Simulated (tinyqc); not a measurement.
Precursor delivery by bubblers, mass-transport growth and the solid composition of a III-V alloy. From one set of inputs to another, one input at a time. Computed by tinyqc, a small Python program. Command: `OMP_NUM_THREADS=1 python tinyqc.py 3026939 3026940 out.jsonl movpe_thermo ladder`. One thread of a shared host (Intel(R) Xeon(R) Processor @ 2.30GHz), about 0.01 s of CPU time with the checks.

1 sccm = 44.615 micromol/min; 1 torr = 133.322 Pa. The sources decompose fully at the surface.

The inputs printed are set A. Set A is modelled on trimethylgallium (source 1) and trimethylindium (source 2) for the vapour pressures; the values taken over come from a set modelled on triethylgallium (source 1) and trimethylindium (source 2) for the vapour pressures. Inputs not listed in the table keep their values of set A, so the rows need not describe a real material.

Inputs (values chosen for the exercise, modelled on trimethylgallium (source 1) and trimethylindium (source 2) for the vapour pressures):
```
quantity,value,unit
bath temperature T1,271,K
bath temperature T2,300,K
bubbler pressure p_b,760,torr
carrier flow F1,5.9,sccm
carrier flow F2,260,sccm
total flow F_t,3.3,slm
group-V flow F_V,350,sccm
reactor pressure p,200,torr
growth temperature T,840,K
diffusivity at 273 K and 760 torr,0.46,cm^2/s
flow cross-section A,79,cm^2
distance from the leading edge z,9.9,cm
lattice constant a,5.51,angstrom
interaction L0 of the solid,22,kJ/mol
"log10 of p_B,eq over pure BC at 1000 K and 1 torr of group V (exaggerated: liquid indium has about -4.1)",-3.3,log10 torr
enthalpy of that equilibrium H,290,kJ/mol
```

Alloy: mixing on the group-III sites, with desorption of B.

constants a, b of source 1 (log10 torr, K): [8.101, 1703]

constants a, b of source 2 (log10 torr, K): [10.55, 3014]

Constants: k_B = 1.380649e-23 J/K; R = 8.314462618 J/(mol K).

Method:
- log10 p_v = a - b/T_bath; molar flow = F x 44.615 x p_v/(p_b - p_v) for a saturated bubbler.
- p_i = p n_i/(44615 F_t), F_t in slm; p_V = p F_V/(1000 F_t), counted per molecule supplied; V/III = 44.615 F_V/(n1 + n2); vapour fraction of source 2 = n2/(n1 + n2).
- Mean velocity u = (F_t/A)(760/p)(T/273); D = D0 (T/273)^1.75 (760/p); boundary layer delta = sqrt(pi D z/u); flux = D dp/(delta k_B T); growth rate = flux x a^3/4.
- A sticks fully. B desorbs: its surface pressure is p_B* = x gamma_B K/sqrt(p_V), ln gamma_B = L0 (1 - x)^2/(R T), K = 10^(log10 K at 1000 K) exp[-(H/R)(1/T - 1/1000)], p_V in torr. With equal diffusivities x = (p_2 - p_B*)/(p_1 + p_2 - p_B*). Growth rate = rate per torr x p_1/(1 - x).

Each row keeps all changes above it:
```
input moved,from,to,V/III ratio,vapour fraction of source 2,growth rate (micrometre/h)
set A,-,-,211.85,0.66265,3.1339
distance from the leading edge z (cm),9.9,6.4,211.85,0.66265,3.8977
group-V flow F_V (sccm),350,33,19.97,0.66265,3.8977
carrier flow F2 (sccm),260,160,26.81,0.54727,2.9043
bubbler pressure p_b (torr),760,400,13.51,0.52612,5.7618
total flow F_t (slm),3.3,5.8,13.51,0.52612,4.3461
bath temperature T2 (K),300,301,12.96,0.54540,4.5303
growth temperature T (K),840,1040,12.96,0.54540,4.8150
```

Which inputs carry the difference?

V/III ratio goes from 212 to 13.0, a factor 0.0612 in all. The largest single move comes from group-V flow F_V (a factor 0.0943), and carrier flow F2 works against it (a factor 1.34). Vapour fraction of source 2 goes from 0.663 to 0.545, a factor 0.823 in all. The largest single move comes from carrier flow F2 (a factor 0.826), and bath temperature T2 works against it (a factor 1.04). Growth rate goes from 3.13 to 4.82, a factor 1.54 in all. The largest single move comes from bubbler pressure p_b (a factor 1.98), and carrier flow F2 works against it (a factor 0.745). The single moves hold for this order of the switches; the total does not depend on the order.

Caution (all rows): the boundary layer is a quarter or more of the root of the cross-section, so it fills much of the channel and depletion along the flow matters. Caution (all rows): x lies inside the spinodal of the bulk alloy, 2 L0 x (1 - x) > R T; only kinetics or coherency strain keep such a layer uniform. Caution (rows bubbler pressure p_b, total flow F_t, bath temperature T2, growth temperature T): so low a V/III ratio is near the limit of smooth growth.

Extremes, crossings and ranges named in words are read from the listed rows.
